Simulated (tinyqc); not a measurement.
Born-von Karman spring model of a cubic crystal with one atom per cell: one step, computed by the program tinyqc. Command: `OMP_NUM_THREADS=1 python tinyqc.py 3021108 3021109 out.jsonl springs walk`. One thread of a shared host (Intel(R) Xeon(R) Processor @ 2.30GHz), about 0.1 s of CPU time with the checks.

First neighbours lie at a/2 (1,1,0) (12 of them), second at a (1,0,0) (6), with all permutations and signs; the volume per atom is Omega = a^3/4.

Question. Dynamical matrix at q. A neighbour at R with unit vector n couples by the matrix K(R) = kL n n^T + kT (1 - n n^T), and D(q) = (1/M) sum_R K(R) [1 - cos(q.R)].

Inputs (values chosen for the exercise, for a model crystal):
```
quantity               value           unit
atomic mass M           68.4              u
radial spring k1L        2.9  eV/angstrom^2
transverse spring k1T  -0.12  eV/angstrom^2
radial spring k2L      0.047  eV/angstrom^2
transverse spring k2T  0.049  eV/angstrom^2
```

Lattice: fcc.

wave vector q (2 pi/a): 0.86  0.1  0

Give: D(q).

Answer.

D(q) (eV/(angstrom^2 u)):
```
        x       y       z
x  0.3065  0.0116  0.0000
y  0.0116  0.1426  0.0000
z  0.0000  0.0000  0.1466
```
